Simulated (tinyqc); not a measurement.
Precursor delivery by bubblers, mass-transport growth and the solid composition of a III-V alloy: one step, computed by the program tinyqc. Command: `OMP_NUM_THREADS=1 python tinyqc.py 3012059 3012060 out.jsonl movpe_thermo walk`. One thread of a shared host (Intel(R) Xeon(R) Processor @ 2.30GHz), about 0.01 s of CPU time with the checks.

1 sccm = 44.615 micromol/min; 1 torr = 133.322 Pa. The sources decompose fully at the surface.

Problem. Bubblers. log10 p_v = a - b/T_bath; molar flow = F x 44.615 x p_v/(p_b - p_v) for a saturated bubbler.

Inputs (values chosen for the exercise, modelled on trimethylgallium (source 1) and trimethylindium (source 2) for the vapour pressures): bath temperature T1 = 267 K; bath temperature T2 = 289 K; bubbler pressure p_b = 600 torr; carrier flow F1 = 32 sccm; carrier flow F2 = 120 sccm.

constants a, b of source 1 (log10 torr, K): [8.045, 1703]

constants a, b of source 2 (log10 torr, K): [10.53, 3014]

Give: vapour pressure 1; molar flow 1; vapour pressure 2; molar flow 2.

Solution.

vapour pressure 1 = 46.42 torr

molar flow 1 = 119.7 micromol/min

vapour pressure 2 = 1.262 torr

molar flow 2 = 11.28 micromol/min

One kelvin of bath error changes flow 1 by 6.0 % and flow 2 by 8.3 %.
